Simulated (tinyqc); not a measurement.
Coherent transport through a tight-binding region between two chains, step by step. Computed by tinyqc, a small Python program that keeps every step. Settings: temperature = 300, mu = 0.43. Command: `OMP_NUM_THREADS=1 python tinyqc.py 28866 28867 out.jsonl` (the two numbers bound the seeds that draw the settings). One thread of a shared host (Intel(R) Xeon(R) Processor @ 2.60GHz), about 0.08 s of CPU time with the checks.

## Transmission at E = -0.01 eV

H of the central region (eV):
$$\begin{pmatrix}
0.0000 & -1.2700 & 0.0000 & 0.0000 & 0.0000 \\
-1.2700 & 0.0000 & -1.2700 & 0.0000 & 0.0000 \\
0.0000 & -1.2700 & 0.0000 & -1.6100 & 0.0000 \\
0.0000 & 0.0000 & -1.6100 & 0.0000 & -1.2700 \\
0.0000 & 0.0000 & 0.0000 & -1.2700 & 0.0000
\end{pmatrix}$$

Leads: semi-infinite chains with site energy 0:
```
parameter                           value
lead hopping t (eV)              2.740000
coupling to the left lead (eV)   0.850000
coupling to the right lead (eV)  0.810000
left contact site                       1
right contact site                      5
```

E = -0.0100 eV

Surface Green function g = (E - i sqrt(4 t^2 - E^2)) / (2 t^2); self-energy tc^2 g on each contact site; G = (E - H - Sigma)^(-1); Gamma = -2 Im Sigma; T = Gamma_L Gamma_R |G_LR|^2; local density of states -Im G_ii / pi.

g = -0.0007-0.3650i 1/eV

G (1/eV):
$$\begin{pmatrix}
-0.0792-1.5375i & 0.4676+0.0049i & 0.0829+1.5376i & -0.3683+0.0057i & -0.1079-1.9492i \\
0.4676+0.0049i & 0.0045-0.0970i & 0.3199-0.0057i & -0.0016+0.0765i & -0.4055+0.0078i \\
0.0829+1.5376i & 0.3199-0.0057i & -0.0803-1.5376i & 0.3683-0.0051i & 0.1047+1.9492i \\
-0.3683+0.0057i & -0.0016+0.0765i & 0.3683-0.0051i & 0.0035-0.0604i & 0.3205+0.0060i \\
-0.1079-1.9492i & -0.4055+0.0078i & 0.1047+1.9492i & 0.3205+0.0060i & -0.1303-2.4710i
\end{pmatrix}$$

local density of states (1/eV): [0.4894, 0.0309, 0.4894, 0.0192, 0.7865]

transmission = 0.9625

## Transmission across the band

The same steps on a grid of energies.

T(E):
```
E (eV)            T
-5.206000  4.10e-08
-4.685400  3.83e-07
-4.164800  2.50e-06
-3.644200  1.89e-05
-3.123600  2.32e-04
-2.603000    0.0175
-2.082400    0.0371
-1.561800    0.1445
-1.041200    0.2803
-0.520600    0.1678
0.000000     0.9651
0.520600     0.1678
1.041200     0.2803
1.561800     0.1445
2.082400     0.0371
2.603000     0.0175
3.123600   2.32e-04
3.644200   1.89e-05
4.164800   2.50e-06
4.685400   3.83e-07
5.206000   4.10e-08
```

levels of the isolated region (eV): [-2.4120, -1.2700, 0.0000, 1.2700, 2.4120]

## Current

I = (2e/h) int T(E) [f(E - mu - V/2) - f(E - mu + V/2)] dE at 300 K with mu = 0.43 eV, the bias not changing H; 2e^2/h = 77.48092 microsiemens; the integral runs over the band on 4001 points.

Current:
```
V (volt)  I (microampere)
0.0100             0.1601
0.0500             0.8018
0.1000             1.6122
0.2000             3.2947
0.4000             7.2002
0.8000            19.8924
```
